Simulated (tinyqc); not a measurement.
Inside a calculation. Model: Cahn-Hilliard equation on a periodic one-dimensional grid. Computed by tinyqc, a small Python program that keeps every step. Command: `OMP_NUM_THREADS=1 python tinyqc.py 3007943 3007944 out.jsonl cahn walk`. One thread of a shared host (Intel(R) Xeon(R) Processor @ 2.30GHz), about 0.02 s of CPU time with the checks. Intermediate numbers are printed to about 6 digits and carried at full precision; extremes and crossings named in words are read from the listed rows.

Free energy F = h sum_j [A (c_j^2 - 1)^2/4 + (kappa/2) ((c_(j+1) - c_j)/h)^2]; dc/dt = Lap(mu), mu = A (c^3 - c) - kappa Lap(c), Lap(y)_j = (y_(j+1) - 2 y_j + y_(j-1))/h^2, mobility 1; the grid has n = 12 points.

Inputs (values chosen for the exercise, in reduced units): spacing h = 1.2; well depth A = 1.6; gradient coefficient kappa = 0.48; mean composition c0 = 0.25; noise amplitude = 0.02; time step dt = 0.12; end time = 60.

Scheme: explicit Euler.

## Linear stability

f'' = A (3 c0^2 - 1). Mode m has lambda_m = (4/h^2) sin^2(pi m/n) and the rate w_m = -lambda_m (f'' + kappa lambda_m). In the continuum the fastest wavelength is 2 pi sqrt(2 kappa/|f''|) with the rate f''^2/(4 kappa). Explicit steps near c = +-1, where f'' = 2A, are stable for dt < 2/(16 kappa/h^4 + 8 A/h^2).

f'' = -1.3

Modes of the grid:
```
m  lambda_m        w_m
1   0.18608   0.225279
2   0.69444   0.671296
3   1.38889   0.879630
4   2.08333   0.625000
5   2.59170   0.145091
6   2.77778  -0.092593
```

fastest wavelength = 5.39938

largest rate = 0.880208

explicit limit of dt = 0.158824

5 mode(s) grow; the fastest on the grid is m = 3, while the box holds 2.67 fastest wavelengths. dt is 0.76 of the explicit limit.

## The first step

random numbers: [-0.984, 0.484, 0.511, -0.039, -0.075, 0.457, -0.530, 0.406, -0.606, 0.763, -0.331, -0.464]

Start: c_j = c0 + amplitude x (z_j - mean of z). c(new) = c + dt Lap(mu).

c at the start: [0.23100, 0.26036, 0.26090, 0.24990, 0.24918, 0.25982, 0.24008, 0.25880, 0.23856, 0.26594, 0.24406, 0.24140]

mu at the start: [-0.363131, -0.378731, -0.385179, -0.378297, -0.377720, -0.377522, -0.374807, -0.373359, -0.375847, -0.378991, -0.373643, -0.361152]

c after one step: [0.229865, 0.261123, 0.262011, 0.249375, 0.249148, 0.260030, 0.239974, 0.258472, 0.238505, 0.266648, 0.244655, 0.240194]

F at the start = 5.06216

F after one step = 5.06210

## The run

Run to the end time; break off if |c| exceeds 3 or F has risen by more than 1e-9 in more than 30 steps. Domains = stretches with c > c0.

Course:
```
step     t        F      min c     max c  domains
0      0.0  5.06216   0.231000  0.265940        4
10     1.2  5.06074   0.213222  0.277375        4
25     3.0  5.03608   0.125917  0.345857        3
50     6.0  4.13904  -0.534069  0.782143        3
75     9.0  3.64705  -0.786930  0.895913        3
100   12.0  3.61287  -0.845564  0.897972        3
150   18.0  3.60298  -0.869298  0.884588        3
200   24.0  3.60098  -0.878498  0.878354        3
275   33.0  3.60044  -0.883953  0.874530        3
350   42.0  3.60037  -0.885872  0.873136        3
425   51.0  3.60036  -0.886586  0.872593        3
500   60.0  3.60035  -0.886857  0.872370        3
```

c at the end: [-0.886857, 0.614316, 0.872182, 0.721199, -0.497615, 0.674363, 0.675033, -0.494697, 0.722003, 0.872370, 0.614527, -0.886823]

F at the end = 3.60035

steps in which F rose = 0

F never rises by more than 1e-9 in a step. The count of domains goes from 4 in the noise to 3 at the end, and c spans -0.887 to 0.872.

## Interfaces

Continuum wall between c = -1 and +1: c = tanh(x/w), w = sqrt(2 kappa/A), energy s = (2/3) sqrt(2 kappa A). With two walls per domain, the estimate of F at the end is 2 x domains x s. Volume fraction of the +1 phase by the lever rule: (1 + c0)/2.

wall half width w = 0.774597

wall energy s = 0.826236

estimate of F = 4.95742

volume fraction = 0.625

w/h = 0.645497

The run ends at F = 3.6004, 0.73 of the estimate: walls this close overlap, or the grid resolves them poorly. Caution: the half width of the wall is below the grid spacing, so the wall is barely resolved and feels the grid.

Checks made by the program: conservation of the mean (relative difference below 1e-10).
